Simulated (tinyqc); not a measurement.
Complex band structure along [001] in sp3s* tight binding: one step. The layer matrices. Two cases, with inputs chosen for the exercise.

Question. Parameters in the order Esa, Epa, Esc, Epc, Exa, Exc, Vss, Vxx, Vxy, Vsapc, Vscpa, Vxapc, Vpaxc. Form H0 and T.

For k = (0, 0, kz) the phase sums are g0 = cos(phi) and g3 = i sin(phi), phi = kz a/4, and the s, pz, s* orbitals of anion (a) and cation (c) decouple from px, py. With z = exp(i phi), H(z) = H0 + z T + T^T/z for any complex z. H0 is diagonal (Esa, Epa, Exa, Esc, Epc, Exc). The anion-cation block is B(z) = z U + W/z and the cation-anion block z W^T + U^T/z, where U has Vss/2 (s,s), Vsapc/2 (s,z), -Vscpa/2 (z,s), Vxx/2 (z,z), Vxapc/2 (s*,z), -Vpaxc/2 (z,s*), and W has the same values with the s-z and s*-z signs reversed. |z| = 1 is a band state, |z| < 1 decays along [001] as exp(-kappa d) over a distance d, kappa = -(4/a) ln|z|. No spin-orbit coupling.

Give: diagonal of H0; T.

Case 1.

Values chosen (out of a larger set: near a published set for InP, fitted to gaps, whose masses and valley positions are rough (light masses up to twice too heavy); not measured data): p = (-8.518, 0.873, -1.485, 4.033, 8.237, 7.056, -5.372, 1.88, 4.248, 2.225, 5.584, 3.473, 4.48) eV (order Esa, Epa, Esc, Epc, Exa, Exc, Vss, Vxx, Vxy, Vsapc, Vscpa, Vxapc, Vpaxc).

Answer.

diagonal of H0 (eV): sa -8.5180, za 0.8730, s*a 8.2370, sc -1.4850, zc 4.0330, s*c 7.0560

T (eV):
```
          sa      za      s*a       sc      zc      s*c
sa    0.0000  0.0000   0.0000  -2.6860  1.1125   0.0000
za    0.0000  0.0000   0.0000  -2.7920  0.9400  -2.2400
s*a   0.0000  0.0000   0.0000   0.0000  1.7365   0.0000
sc   -2.6860  2.7920   0.0000   0.0000  0.0000   0.0000
zc   -1.1125  0.9400  -1.7365   0.0000  0.0000   0.0000
s*c   0.0000  2.2400   0.0000   0.0000  0.0000   0.0000
```

Case 2.

Values chosen (out of a larger set: near a published set for InP, fitted to gaps, whose masses and valley positions are rough (light masses up to twice too heavy); not measured data): p = (-8.589, 0.876, -1.493, 4.056, 8.29, 7.031, -5.398, 1.895, 4.234, 2.231, 5.577, 3.472, 4.51) eV (order Esa, Epa, Esc, Epc, Exa, Exc, Vss, Vxx, Vxy, Vsapc, Vscpa, Vxapc, Vpaxc).

Answer.

diagonal of H0 (eV): sa -8.5890, za 0.8760, s*a 8.2900, sc -1.4930, zc 4.0560, s*c 7.0310

T (eV):
```
          sa      za      s*a       sc      zc      s*c
sa    0.0000  0.0000   0.0000  -2.6990  1.1155   0.0000
za    0.0000  0.0000   0.0000  -2.7885  0.9475  -2.2550
s*a   0.0000  0.0000   0.0000   0.0000  1.7360   0.0000
sc   -2.6990  2.7885   0.0000   0.0000  0.0000   0.0000
zc   -1.1155  0.9475  -1.7360   0.0000  0.0000   0.0000
s*c   0.0000  2.2550   0.0000   0.0000  0.0000   0.0000
```

Computed by tinyqc, one run a case: `OMP_NUM_THREADS=1 python tinyqc.py N N+1 out.jsonl` with N = 1451238, 1451417; one thread of a shared Intel(R) Xeon(R) Processor @ 2.30GHz, about 0.01 s a run at most.
